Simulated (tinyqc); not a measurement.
Worked calculation: MP2 on RHF in the 3-21g basis, for H2, spin multiplicity 1. One step of it, computed by the program tinyqc.

Problem. Iteration 5 (converged): orbitals. Diagonalise F' = X^T F X, C = X C', fill 1 alpha and 1 beta electrons from the bottom; D = 2 C_occ C_occ^T. Each column has its largest component positive (the first on a tie).

converged F (hartree), order 1H 1s, 1H 2s, 2H 1s, 2H 2s:
$$\begin{pmatrix}
0.118783 & -0.489559 & -0.512260 & -0.498396 \\
-0.489559 & -0.349580 & -0.498396 & -0.398364 \\
-0.512260 & -0.498396 & 0.118783 & -0.489559 \\
-0.498396 & -0.398364 & -0.489559 & -0.349580
\end{pmatrix}$$

X, order 1H 1s, 1H 2s, 2H 1s, 2H 2s:
$$\begin{pmatrix}
-0.683623 & 0.809791 & 0.795564 & 0.270929 \\
1.938477 & -0.660477 & 0.280563 & 0.332178 \\
0.683623 & 0.809791 & -0.795564 & 0.270929 \\
-1.938477 & -0.660477 & -0.280563 & 0.332178
\end{pmatrix}$$

Give: F' = X^T F X; orbital energies; coefficients C; D after iteration 5.

Solution.

F' = X^T F X (hartree):
$$\begin{pmatrix}
0.9096 & 0.0000 & -0.6095 & 0.0000 \\
0.0000 & 0.9450 & 0.0000 & -0.0224 \\
-0.6095 & 0.0000 & 0.8144 & 0.0000 \\
0.0000 & -0.0224 & 0.0000 & -0.5785
\end{pmatrix}$$

orbital energies (hartree): MO1 -0.5788, MO2 0.2507, MO3 0.9453, MO4 1.4733

coefficients C, order 1H 1s, 1H 2s, 2H 1s, 2H 2s:
$$\begin{pmatrix}
0.2828 & 0.1199 & 0.8057 & -1.0421 \\
0.3224 & 1.5222 & -0.6653 & 1.2326 \\
0.2828 & -0.1199 & 0.8057 & 1.0421 \\
0.3224 & -1.5222 & -0.6653 & -1.2326
\end{pmatrix}$$

D after iteration 5, order 1H 1s, 1H 2s, 2H 1s, 2H 2s:
$$\begin{pmatrix}
0.1600 & 0.1824 & 0.1600 & 0.1824 \\
0.1824 & 0.2079 & 0.1824 & 0.2079 \\
0.1600 & 0.1824 & 0.1600 & 0.1824 \\
0.1824 & 0.2079 & 0.1824 & 0.2079
\end{pmatrix}$$
